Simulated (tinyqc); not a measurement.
# Band bending at a free surface with one surface level, surface photovoltage and Kelvin probe: what changes with what

n-type bulk, xi = Ec - EF = Vt ln(Nc/Nd), p0 = ni^2/Nd, ni = sqrt(Nc Nv) exp(-Eg/(2 Vt)), Eg in volts. b is the upward band bending, u = b/Vt. Space charge per area, in units of q: Qc = sign(b) sqrt((2 eps0 eps_r Vt/q) [(Nd + dn)(exp(-u) - 1) + Nd u + (p0 + dn)(exp(u) - 1)]), with dn the excess density under light (flat quasi-Fermi levels; 0 in the dark). The level holds -Ns f, f = 1/(1 + exp((xi + b - Es)/Vt)). Neutrality: Qc + Qf + (charge of the states) = 0.

Inputs (values chosen for the exercise); band and dielectric values close to those of 4H silicon carbide: temperature T = 300 K; band gap Eg = 3.29 eV; relative permittivity eps_r = 9.8; conduction-band density of states at T Nc = 1.71e19 cm^-3; valence-band density of states at T Nv = 2.52e19 cm^-3; electron affinity chi = 3.63 eV; donor density Nd = 8.4e17 cm^-3; fixed positive charge at the surface Qf = 1.5e11 cm^-2; work function of the probe tip pt = 4.89 eV; density of an acceptor-like surface level Ns = 1e13 cm^-2; its depth below the conduction edge Es = 0.41 eV.

Constants: q = 1.602176634e-19 C, kB = 1.380649e-23 J/K, Vt = kB T/q, eps0 = 8.8541878128e-14 F/cm where lengths are in cm. Results are converted to the units shown.

Each table varies one quantity; the others keep the values above.

## Pinning by the surface states

b solves the neutrality condition in the dark.

Pinning by the surface states:
```
Ns (cm^-2)	b (V)	xi + b (eV)	Qc (cm^-2)
2.4e10	-0.008951	0.06895	-1.260e11
6.7e10	-0.006014	0.07189	-8.300e10
1.8e11	0.002295	0.08020	3.000e10
5.1e11	0.03284	0.1107	3.600e11
1.4e12	0.1956	0.2735	1.243e12
3.9e12	0.3353	0.4132	1.678e12
1.1e13	0.3722	0.4501	1.775e12
2.9e13	0.3995	0.4774	1.844e12
8.1e13	0.4264	0.5043	1.909e12
```

b rises from -0.00895 to 0.426 V. The level is over 95 % full (Qc near Ns - Qf) in the 5 rows with xi + b more than 3 Vt short of Es = 0.41 eV. Beyond that it empties, and between the last two rows b gains only 60.3 mV a decade.

## Kelvin-probe contrast of the doping

Same model as above.

Work function chi + xi + b; contact potential difference CPD = (work function of the sample) - pt.

Kelvin-probe contrast of the doping:
```
Nd (cm^-3)	xi (eV)	b (V)	CPD (mV)
1.2e14	0.3068	0.2088	-744.4
4.5e14	0.2726	0.2404	-747.0
1.7e15	0.2383	0.2702	-751.6
6.5e15	0.2036	0.2973	-759.1
2.4e16	0.1698	0.3206	-769.6
9.2e16	0.1351	0.3414	-783.6
3.5e17	0.1005	0.3592	-800.3
1.3e18	0.06661	0.3737	-819.7
```

What does the comparison show?

xi falls by 240 mV over the table and the CPD by 75.3 mV; b rises from 0.209 to 0.374 V. Between the first two rows the CPD follows 7.50 % of the change of xi, and between the last two 57.2 %. It is below 100 % where b rises with the doping (pinning hides it).

Program tinyqc, `OMP_NUM_THREADS=1 python tinyqc.py 2430059 2430060 out.jsonl`; Intel Xeon 2.30GHz, shared host, one thread, about 0.01 s.
